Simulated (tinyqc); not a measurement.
# Octagonal on-chip spiral inductor, lumped pi model: effects of single changes

Outer diameter do = di + 2 n wd + 2 (n - 1) sp, mean da = (do + di)/2, fill p = (do - di)/(do + di), length l = 3.314 n da. L = 2.25 mu0 n^2 da/(1 + 3.55 p), mu0 = 4 pi 1e-7 H/m. Rs = rho l/(wd delta (1 - exp(-th/delta))), delta = sqrt(rho/(pi f mu0)). Cs = n wd^2 eps0 eo/hu across the coil. At each end Cox = l wd eps0 eo/(2 ho) leads to the substrate branch Rsi = 2 rs he/(l wd) in parallel with Csi = l wd eps0 11.7/(2 he). With one end grounded Y = 1/(Rs + i w L) + i w Cs + 1/[1/(i w Cox) + 1/(1/Rsi + i w Csi)], w = 2 pi f; Q = -Im Y/Re Y. Eddy currents in neighbouring turns and in the substrate are left out.

Parameters, values chosen for the exercise; values of the order met in silicon radio-frequency processes:
```
symbol  value     unit                                     meaning
n         4.5                                      number of turns
wd          4       um                                  line width
sp          3       um                         space between turns
di         40       um                              inner diameter
th          3       um                             metal thickness
rho         3  uohm cm                           metal resistivity
ho          5       um                        oxide below the coil
hu          1       um            oxide between coil and underpass
eo        4.1                   relative permittivity of the oxide
rs         10   ohm cm                       substrate resistivity
he         30       um  effective spreading depth in the substrate
f          12      GHz                                   frequency
```

Constants: eps0 = 8.8541878128e-12 F/m. Results are converted to the units shown.

Each table varies one quantity; the others keep the values above.

## Quality factor against frequency

Apparent inductance Im(1/Y)/w; share of the loss Re(substrate branch)/Re Y.

Quality factor against frequency:
```
f (GHz)  Rs (ohm)  w L/Rs       Q  apparent inductance (nH)  loss in the substrate (%)
0.77       3.9645  1.9323  1.9304                    1.5840                   0.013855
1.3        4.4579  2.9012  2.8930                    1.5856                   0.084587
2.1        5.0762  4.1156  4.0788                    1.5891                    0.43227
3.4        5.9207  5.7130  5.5419                    1.5973                     1.9567
5.5        7.0688  7.7407  7.0400                    1.6149                     6.9236
9          8.6691  10.328  8.0178                    1.6561                     18.308
15         10.926  13.659  7.6300                    1.7754                     36.626
24         13.682  17.451  5.5591                    2.1430                     55.637
39         17.376  22.329  1.7046                    4.2106                     72.767
```

What does the comparison show?

Q goes from 1.93 through a maximum of 8.02 (at f = 9 GHz among the rows listed) to 1.70; the exact peak is 8.08 at 10.4 GHz and Q reaches zero at the self-resonance, 46.1 GHz. The share of the substrate rises from 0.0139 to 72.8 %, and the apparent inductance ends at 2.66 times L. At the peak the substrate takes 23.1 % of the loss. For f = 24, 39 the coil is longer than 0.15 of a wavelength in the oxide, where one lumped section is rough.

## Effect of the metal thickness

Same model as above.

Peak Q and its frequency from a search over f; self-resonance where Im Y = 0; Q at the given f (negative beyond resonance).

The same in every row: L (nH) = 1.583; do (um) = 97.00.

Effect of the metal thickness:
```
th (um)  peak Q  f of the peak (GHz)  self-resonance (GHz)  Q at f
0.5       4.769                16.68                 46.08   4.462
0.9       6.169                14.23                 46.11   6.070
1.5       7.227                12.33                 46.11   7.225
2         7.678                11.42                 46.12   7.670
3         8.085                10.44                 46.12   8.020
4         8.222                9.995                 46.12   8.118
6         8.284                9.723                 46.12   8.154
9         8.291                9.676                 46.12   8.157
```

As th goes from 0.5 to 9, L stays at 1.58 nH, the peak Q rises from 4.77 to 8.29, its frequency falls from 16.7 to 9.68 GHz and the self-resonance stays near 46.1 GHz. Once th exceeds a few skin depths Rs no longer falls.

Computed by the program tinyqc: `OMP_NUM_THREADS=1 python tinyqc.py 2302071 2302072 out.jsonl`, one thread of a shared Intel Xeon 2.30GHz, about 0.01 s for the whole run.
